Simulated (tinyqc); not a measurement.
Three-phonon processes in a diatomic chain: dispersion, energy and momentum conservation, and decay channels of optical phonons: one step, computed by the program tinyqc.

Cell length a, two atoms, one spring constant. x = q a/pi runs from -1 to 1; A and O are the acoustic and optical branches. Matrix elements are not computed: only conservation laws and occupation factors are followed.

Question. Decay of the zone-centre phonon. omega^2 = k (1/m + 1/M) -/+ k sqrt((1/m + 1/M)^2 - 4 sin^2(pi x/2)/(m M)); nu = 15.6333042 THz x sqrt(omega^2) for eV/(angstrom^2 u). O(0) -> A(x) + A(-x) needs nu_A(x) = nu_O(0)/2, which gives sin^2(pi x/2) = (3/16)(m + M)^2/(m M). Full width at half maximum Gamma = Gamma_0 (1 + 2 n), n = 1/(exp(h nu_A/(k_B T)) - 1); lifetime = 1/(2 pi c Gamma).

Inputs (values chosen for the exercise, for a model chain):

| quantity | value | unit |
|---|---|---|
| light mass m | 14 | u |
| heavy mass M | 35.8 | u |
| temperature T | 800 | K |
| zero-temperature width Gamma_0 | 0.7 | 1/cm |

optical top = 20.79074 THz

Constants: h x 1 THz = 4.135667696 meV; k_B = 8.617333262e-05 eV/K; c = 299792458 m/s.

Give: x of the products; their frequency; occupation n; width Gamma; lifetime.

Answer.

x of the products = 0.8268

their frequency = 10.40 THz

occupation n = 1.155

width Gamma = 2.317 1/cm

lifetime = 2.291 ps
